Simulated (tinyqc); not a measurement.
Speciation in dilute and buffered hydrofluoric acid, oxide etch rate and bath loading. Inputs raised by 10 %, one at a time. Computed by tinyqc, a small Python program. Command: `OMP_NUM_THREADS=1 python tinyqc.py 3120181 3120182 out.jsonl hfetch sens`. One thread of a shared host (Intel(R) Xeon(R) Processor @ 2.30GHz), about 0.01 s of CPU time with the checks.

Concentrations stand for activities, NH4+ and Cl- are spectators, and water ionisation is neglected. H, F and HF2 denote the ions H+, F- and HF2-. The base temperature is 298 K.

Inputs (values chosen for the exercise, of the order of those for thermal oxide at room temperature):

| quantity | value | unit |
|---|---|---|
| HF added | 0.16 | mol/L |
| NH4F added | 0 | mol/L |
| HCl added | 0 | mol/L |
| K1 = [H][F]/[HF] | 0.000662 | mol/L |
| K2 = [HF2]/([HF][F]) | 3.37 | L/mol |
| K3 = [H2F2]/[HF]^2 | 3.03 | L/mol |
| rate constant of neutral HF k_a | 9.3 | nm L/(min mol) |
| rate constant of HF2 k_b | 60 | nm L/(min mol) |
| activation energy | 0.39 | eV |
| temperature error | 1.1 | K |
| oxide removed per wafer | 120 | nm |

Constants: k_B = 8.617333262e-05 eV/K.

Method:
- Fluoride balance: [HF] + [F] + 2 [HF2] + 2 [H2F2] = HF added + NH4F added. Acid balance: [H] + [HF] + [HF2] + 2 [H2F2] = HF added + HCl added. For a trial [H], [HF] = [H][F]/K1, and the fluoride balance is a quadratic in [F].
- The root is refined to 1e-13 in pH = -log10 [H].
- Rate = k_a ([HF] + 2 [H2F2]) + k_b [HF2], an empirical two-term form.
- Time = oxide/rate; a temperature error changes the rate by exp((E_a/k_B)(1/298 - 1/(298 + error))) - 1.

Runs:

| input moved | from | to | etch rate (nm/min) | [HF2] (mol/L) | share of HF2 in the rate (%) |
|---|---|---|---|---|---|
| base run | - | - | 1.5148 | 0.0021952 | 8.6950 |
| HF added (mol/L) | 0.16 | 0.176 | 1.6713 | 0.0024225 | 8.6968 |
| K1 = [H][F]/[HF] (mol/L) | 0.000662 | 0.0007282 | 1.5158 | 0.0022941 | 9.0805 |
| K2 = [HF2]/([HF][F]) (L/mol) | 3.37 | 3.707 | 1.5233 | 0.0023814 | 9.3800 |
| K3 = [H2F2]/[HF]^2 (L/mol) | 3.03 | 3.333 | 1.5123 | 0.0021213 | 8.4158 |
| rate constant of neutral HF k_a (nm L/(min mol)) | 9.3 | 10.23 | 1.6531 | 0.0021952 | 7.9675 |
| rate constant of HF2 k_b (nm L/(min mol)) | 60 | 66 | 1.5280 | 0.0021952 | 9.4820 |

Exponents ln(y'/y) / ln(x'/x):

| input | etch rate | [HF2] | share of HF2 in the rate |
|---|---|---|---|
| HF added | 1.031 | 1.034 | 0.002 |
| K1 = [H][F]/[HF] | 0.007 | 0.462 | 0.455 |
| K2 = [HF2]/([HF][F]) | 0.059 | 0.854 | 0.796 |
| K3 = [H2F2]/[HF]^2 | -0.017 | -0.360 | -0.342 |
| rate constant of neutral HF k_a | 0.917 | 0.000 | -0.917 |
| rate constant of HF2 k_b | 0.091 | 0.000 | 0.909 |

Which inputs matter most for each result?

Among the inputs moved here: etch rate answers most in size to HF added (exponent +1.031), next to rate constant of neutral HF k_a (+0.917). Its exponent +1.031 in HF added: the rate follows the acid added. [HF2] answers most in size to HF added (exponent +1.034), next to K2 = [HF2]/([HF][F]) (+0.854); its exponent is below 0.0005 for rate constant of neutral HF k_a, rate constant of HF2 k_b. Share of HF2 in the rate answers most in size to rate constant of neutral HF k_a (exponent -0.917), and about equally to rate constant of HF2 k_b (+0.909).
